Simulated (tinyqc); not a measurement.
Worked calculation: Hueckel theory of the pi electrons with the omega technique, for the molecule Clc1cccc2ccccc12 (SMILES; centres numbered as the heavy atoms are written). One step of it, computed by the program tinyqc.

Problem. Energy, charges, bond orders. E = sum n x; q_r = z_r - P_rr; bond order p = P_rs; free valence = sqrt(3) - sum of p over the bonds of the atom.

final x values: 2.356783  2.059721  1.595233  1.269125  0.997173  0.596678  -0.629562  -1.002828  -1.311298  -1.623300  -2.307725

occupations: 2.000000  2.000000  2.000000  2.000000  2.000000  2.000000  0.000000  0.000000  0.000000  0.000000  0.000000

final P, lower triangle:
```
           1Cl         2C         3C         4C         5C         6C         7C         8C
1Cl   1.983888
2C    0.125542   0.991779
3C   -0.086659   0.718758   1.009140
4C   -0.013545   0.003225   0.604530   1.001189
5C    0.060624  -0.359515  -0.009533   0.723730   1.006521
6C   -0.007640   0.000230  -0.240290  -0.000342   0.554400   1.000977
7C   -0.017834   0.084696   0.003333  -0.169721  -0.002998   0.554721   1.001063
8C    0.005544  -0.000930   0.155237   0.000699  -0.169384  -0.000550   0.724462   1.000486
9C    0.028642  -0.168622  -0.004908   0.155574   0.004169  -0.241016  -0.001545   0.603383
10C  -0.015203   0.002950  -0.168248  -0.001383   0.083921   0.000154  -0.362096   0.000152
11C  -0.058109   0.550164   0.008049  -0.239899  -0.005962   0.518688   0.002314  -0.241374

            9C       10C       11C
9C    1.001544
10C   0.724105  0.999784
11C  -0.002883  0.555847  1.003632
```

Centres:
```
centre  z_r, pi electrons of the neutral centre         h
1Cl                                           2  2.000000
2C                                            1  0.000000
3C                                            1  0.000000
4C                                            1  0.000000
5C                                            1  0.000000
6C                                            1  0.000000
7C                                            1  0.000000
8C                                            1  0.000000
9C                                            1  0.000000
10C                                           1  0.000000
11C                                           1  0.000000
```

Bonds:
```
i    j         k
1    2  0.400000
2    3         1
3    4         1
4    5         1
5    6         1
6    7         1
7    8         1
8    9         1
9   10         1
10  11         1
11   2         1
11   6         1
```

Give: pi energy = 12 alpha + this times beta; pi charges; Bond orders and lengths from R = 1.517 - 0.180 p; free valence of the carbons; gap between the highest filled and the next level.

Solution.

pi energy = 12 alpha + this times beta = 17.7494

pi charges: 1Cl 0.0161, 2C 0.0082, 3C -0.0091, 4C -0.0012, 5C -0.0065, 6C -0.0010, 7C -0.0011, 8C -0.0005, 9C -0.0015, 10C 0.0002, 11C -0.0036

Bond orders and lengths from R = 1.517 - 0.180 p (angstrom, C-C alone):
```
bond        p       R
1-2    0.1255       -
2-3    0.7188  1.3876
3-4    0.6045  1.4082
4-5    0.7237  1.3867
5-6    0.5544  1.4172
6-7    0.5547  1.4172
7-8    0.7245  1.3866
8-9    0.6034  1.4084
9-10   0.7241  1.3867
10-11  0.5558  1.4169
11-2   0.5502  1.4180
11-6   0.5187  1.4236
```

free valence of the carbons: 2C 0.3376, 3C 0.4088, 4C 0.4038, 5C 0.4539, 6C 0.1042, 7C 0.4529, 8C 0.4042, 9C 0.4046, 10C 0.4521, 11C 0.1074

gap between the highest filled and the next level = 1.2262 |beta|
